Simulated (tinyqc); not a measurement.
Thermal, flicker and telegraph noise of a field-effect transistor: one step, computed by the program tinyqc. Command: `OMP_NUM_THREADS=1 python tinyqc.py 3001661 3001662 out.jsonl noise walk`. One thread of a shared host (Intel(R) Xeon(R) Processor @ 2.30GHz), about 0.01 s of CPU time with the checks.

Strong inversion, threshold roll-off and channel-length modulation left out; noise sources are uncorrelated and are given as one-sided spectral densities. The drain voltage is 50 mV.

Question. Flicker noise. C_ox = 3.9 eps_0/t; I = mu C_ox (W/L) V_ov V_D; g_m = I/V_ov; g_d0 = I/V_D. Tunnelling length lambda = hbar/(2 sqrt(2 m_ox phi)); flat-band noise S_Vfb = e^2 k_B T lambda N_t/(W L C_ox^2 f). S_I = g_m^2 S_Vfb.

Inputs (values chosen for the exercise, modelled on a silicon n-channel):

| quantity | value | unit |
|---|---|---|
| width W | 0.71 | micrometre |
| length L | 66 | nm |
| electrical oxide thickness t | 1.3 | nm |
| mobility mu | 170 | cm^2/(V s) |
| overdrive V_ov | 0.69 | V |
| oxide trap density N_t | 3.3e+16 | 1/(eV cm^3) |
| oxide barrier phi | 2.5 | eV |
| oxide mass m_ox | 0.31 | m_0 |
| frequency f | 2000 | Hz |
| temperature T | 300 | K |

Operating region: linear. Flicker model: number fluctuation.

drain current I = 167.5917 microampere

Constants: eps_0 = 8.8541878128e-12 F/m; hbar = 1.054571817e-34 J s; m_0 = 9.1093837015e-31 kg; e = 1.602176634e-19 C; k_B = 8.617333262e-05 eV/K.

Give: tunnelling length lambda; S_Vfb; flicker S_I; flicker S_I/I^2.

Answer.

tunnelling length lambda = 1.1086 angstrom

S_Vfb = 3.6714e-14 V^2/Hz

flicker S_I = 2.1659e-21 A^2/Hz

flicker S_I/I^2 = 7.7115e-14 1/Hz

Caution: fewer than one trap per decade of time constant is active, so one device shows telegraph steps and the 1/f law is only a mean over many devices.
